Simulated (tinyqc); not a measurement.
Rutherford backscattering from a thin compound film on silicon: kinematics, yields, composition and thickness: one step, computed by the program tinyqc. Command: `OMP_NUM_THREADS=1 python tinyqc.py 3016296 3016297 out.jsonl rbs walk`. One thread of a shared host (Intel(R) Xeon(R) Processor @ 2.30GHz), about 0.01 s of CPU time with the checks.

Singly charged helium ions (Z1 = 2, M1 = 4.0026 u) enter at the tilt angle a1 to the normal and leave at a2 = |180 - theta - tilt| in the same plane. The film is A B_x.

Task: Yields. Rutherford cross section in the laboratory frame: sigma = (Z1 Z e^2/(4 pi eps_0 4E))^2 (4/sin^4 theta) (r + cos theta)^2/r, r = sqrt(1 - (M1 sin theta/M)^2), times the screening factor 1 - 0.049 Z1 Z^(4/3)/E (E in keV); 1 angstrom^2 = 1e8 barn. Counts = (charge/e) x solid angle x sigma(E_mean) x areal density of the element/cos a1, E_mean = E0 - half the energy lost on the way in; 1 barn = 1e-24 cm^2. The ratio of areas returns x = (Y_B/Y_A)(sigma_A/sigma_B), with the counting error sqrt(1/Y_A + 1/Y_B).

Inputs (values chosen for the exercise, modelled on a helium beam on NiSi):
```
quantity,value,unit
beam energy E0,2.1,MeV
scattering angle theta,160,degrees
tilt of the sample,60,degrees
heavy element: Z_A,28,-
heavy element: mass M_A,58.7,u
light element: Z_B,14,-
light element: mass M_B,28.09,u
"atoms of B per atom of A, x",0.921,-
collected charge,39,microcoulomb
detector solid angle,4.9,msr
```

energy lost on the way in = 103.8717 keV

areal density N d = 873.4 1e15 atoms/cm^2

Constants: e^2/(4 pi eps_0) = 14.39964548 eV angstrom; e = 1.602176634e-19 C.

Give: cross sections; counts; ratio of areas Y_B/Y_A; counting error of x without background.

Result:

cross sections (barn/sr): A 1.0169, B 0.2474

counts: A 1.1029e+06, B 2.4709e+05

ratio of areas Y_B/Y_A = 0.22403

counting error of x without background = 0.22257 %

The cross sections differ by 4.1, near (Z_A/Z_B)^2 = 4.0. The silicon signal of the film runs into that of the substrate and appears as a step, not a peak. Caution: the silicon signal of the film merges with that of the substrate, so only the width of A can be read directly. Caution: film and substrate silicon overlap, so Y_B must be separated by a fit.
